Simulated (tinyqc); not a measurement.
sp3s* tight binding: one step. Levels at this k. The numbers come from values chosen for the exercise (near a published set for InAs, fitted to gaps, whose masses and valley positions are rough; spin-orbit coupling, where it is added without a refit, lifts the valence top and shrinks all gaps by about a third of the splitting).

H(k) (eV):
```
                      sa                   xa                   ya                   za                  s*a
sa             -9.627000                    0                    0                    0                    0
xa                     0             0.901000                    0                    0                    0
ya                     0                    0             0.901000                    0                    0
za                     0                    0                    0             0.901000                    0
s*a                    0                    0                    0                    0             7.346000
sc   -2.703096-0.442515i   0.268260+4.068769i   1.760713+0.619912i   0.976825+1.117383i                    0
xc   -0.151964-2.304882i   0.884615+0.144817i  -0.810403-0.927014i  -1.460740-0.514297i  -0.165079-2.503800i
yc   -0.997412-0.351169i  -0.810403-0.927014i   0.884615+0.144817i  -0.222556-3.375571i  -1.083491-0.381475i
zc   -0.553353-0.632977i  -1.460740-0.514297i  -0.222556-3.375571i   0.884615+0.144817i  -0.601109-0.687604i
s*c                    0   0.195283+2.961913i   1.281734+0.451273i   0.711092+0.813413i                    0

                      sc                   xc                   yc                   zc                 s*c
sa   -2.703096+0.442515i  -0.151964+2.304882i  -0.997412+0.351169i  -0.553353+0.632977i                   0
xa    0.268260-4.068769i   0.884615-0.144817i  -0.810403+0.927014i  -1.460740+0.514297i  0.195283-2.961913i
ya    1.760713-0.619912i  -0.810403+0.927014i   0.884615-0.144817i  -0.222556+3.375571i  1.281734-0.451273i
za    0.976825-1.117383i  -1.460740+0.514297i  -0.222556+3.375571i   0.884615-0.144817i  0.711092-0.813413i
s*a                    0  -0.165079+2.503800i  -1.083491+0.381475i  -0.601109+0.687604i                   0
sc             -2.744000                    0                    0                    0                   0
xc                     0             3.749000                    0                    0                   0
yc                     0                    0             3.749000                    0                   0
zc                     0                    0                    0             3.749000                   0
s*c                    0                    0                    0                    0            6.764000
```

Problem. Diagonalise H, which belongs to k = (0.64, 0.15, 0.26) (2 pi/a). Four bands are filled (two electrons each); give the make-up of band 5, the lowest empty one.

Give: levels; weights of band 5; weight of band 5 on atom a.

Solution.

levels (eV): -11.1952  -5.7881  -1.9204  -1.6169  2.1751  3.1864  6.2645  6.5180  8.6168  9.4490

weights of band 5: s 0.326, p 0.487, s* 0.187

weight of band 5 on atom a = 0.328

The vertical gap at this k is 3.7920 eV; band 5 is mostly p-like.

tinyqc: `OMP_NUM_THREADS=1 python tinyqc.py 1452259 1452260 out.jsonl`; about 0.2 s, one thread, shared Intel(R) Xeon(R) Processor @ 2.30GHz.
